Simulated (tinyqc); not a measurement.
Field-effect mobility of a thin-film transistor with band-tail and deep states (multiple trapping): one step, computed by the program tinyqc.

A thick film in accumulation at small drain voltage. Only free electrons move; trapped ones still screen the gate. N_c and mu_0 are held fixed when T changes, leaving out the T^(3/2) growth of N_c. x = E_0 - psi is the distance of the Fermi level below the band edge.

Question. Free and trapped densities. F_j(eta) = int_0^infinity x^j/(1 + exp(x - eta)) dx, without a gamma-function factor. Integrals over x = E/(k_B T) use 160 Gauss-Legendre points in u = sqrt(x) from 0 to sqrt(max(eta, 0) + 32). Free n(x) = N_c (2/sqrt(pi)) F_1/2(-x/k_B T), with F_1/2 from its two-term series in exp(-x/k_B T) for x >= 12 k_B T; tail n_t(x) = int_0^1.2eV g_t exp(-E/E_t)/(1 + exp((x - E)/k_B T)) dE, E counted down from the edge, 120 Gauss-Legendre points; deep charge g_d psi; space charge rho(psi) = n + n_t + g_d psi less its value at psi = 0.

Inputs (values chosen for the exercise, modelled on polycrystalline silicon):

| quantity | value | unit |
|---|---|---|
| effective density of states N_c | 2.6e+19 | 1/cm^3 |
| tail density at the edge g_t | 2.8e+20 | 1/(eV cm^3) |
| tail width E_t | 53 | meV |
| temperature T | 350 | K |

Deep states: included.

Constants: k_B = 8.617333262e-05 eV/K.

Give: Local densities at x = 0.4, 0.3, 0.2, 0.15, 0.1, 0.05, 0 and -0.05 eV.

Answer.

Local densities at x = 0.4, 0.3, 0.2, 0.15, 0.1, 0.05, 0 and -0.05 eV:

| x (eV) | n (1/cm^3) | n_t (1/cm^3) | n/(n + n_t) |
|---|---|---|---|
| 0.40 | 4.5209e+13 | 1.4300e+16 | 0.00315 |
| 0.30 | 1.2450e+15 | 9.3638e+16 | 0.01312 |
| 0.20 | 3.4269e+16 | 5.9820e+17 | 0.05418 |
| 0.15 | 1.7948e+17 | 1.4676e+18 | 0.10897 |
| 0.10 | 9.3225e+17 | 3.4135e+18 | 0.21452 |
| 0.05 | 4.6516e+18 | 7.0352e+18 | 0.39802 |
| 0.00 | 1.9894e+19 | 1.1402e+19 | 0.63567 |
| -0.05 | 6.1034e+19 | 1.3919e+19 | 0.81429 |

E_t/k_B T = 1.76: deep in the tail n_t follows exp(-x/E_t), more slowly than n, so the free share grows as the Fermi level rises.
